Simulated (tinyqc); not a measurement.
Hole mobility in a silicon inversion layer, empirical terms and Matthiessen rule: effect of the charge at the interface.

Inversion layer of sheet density Ns on a uniformly doped body. The mobility terms are empirical power laws with prefactors chosen for the exercise; adding their inverses (Matthiessen) is itself an approximation.

ni = sqrt(Nc Nv) exp(-Eg/(2 Vt)), Eg in volts; Ndep = sqrt(2 eps0 eps_r Nb (2 Vt ln(Nb/ni) + Vsb)/q); E = q (Ndep + eta Ns)/(eps0 eps_r), in MV/cm. With t = T/(300 K): muC = Ac (Ns/1e12 cm^-2) t/(Nb/1e17 cm^-3 + Nit/1e11 cm^-2), muP = Ap E^(-1/3) t^(-1.75), muS = As E^(-gs); 1/mu is the sum of the inverses.

Parameters, values chosen for the exercise; material values close to those of silicon: temperature T = 300 K; band gap Eg = 1.11 eV; relative permittivity of the semiconductor eps_r = 11.5; conduction-band density of states at T Nc = 2.75e19 cm^-3; valence-band density of states at T Nv = 2.61e19 cm^-3; body doping Nb = 2.8e18 cm^-3; reverse body bias Vsb = 0 V; weight of the inversion charge in the effective field eta = 0.3333; phonon-limited mobility at 1 MV/cm and 300 K Ap = 119 cm^2/(V s); roughness-limited mobility at 1 MV/cm As = 375 cm^2/(V s); exponent of the roughness term gs = 1; Coulomb prefactor Ac = 1300 cm^2/(V s); inversion density Ns = 2.2e12 cm^-2.

Constants: q = 1.602176634e-19 C, kB = 1.380649e-23 J/K, Vt = kB T/q, eps0 = 8.8541878128e-14 F/cm where lengths are in cm. Results are converted to the units shown.

The same in every row: E (MV/cm) = 1.051; muP (cm^2/(V s)) = 117.0; muS (cm^2/(V s)) = 356.8.

Results:

| Nit (cm^-2) | muC (cm^2/(V s)) | mu (cm^2/(V s)) |
|---|---|---|
| 1e10 | 101.8 | 47.23 |
| 3.2e10 | 101.0 | 47.06 |
| 1e11 | 98.62 | 46.54 |
| 3.2e11 | 91.67 | 44.93 |
| 1e12 | 75.26 | 40.60 |
| 1e13 | 22.34 | 17.82 |

Estimate the missing row, Nit = 3.2e12 cm^-2.

Computed row:

| Nit (cm^-2) | muC (cm^2/(V s)) | mu (cm^2/(V s)) |
|---|---|---|
| 3.2e12 | 47.67 | 30.94 |

With this row back in the table: As Nit goes from 1e10 to 1e13 cm^-2, E stays at 1.05 MV/cm and mu falls from 47.2 to 17.8 cm^2/(V s). The Coulomb term is the smallest in the first and the last row.

Numbers from tinyqc (`OMP_NUM_THREADS=1 python tinyqc.py 2510092 2510093 out.jsonl`; about 0.01 s on one thread of a shared Intel Xeon 2.30GHz).
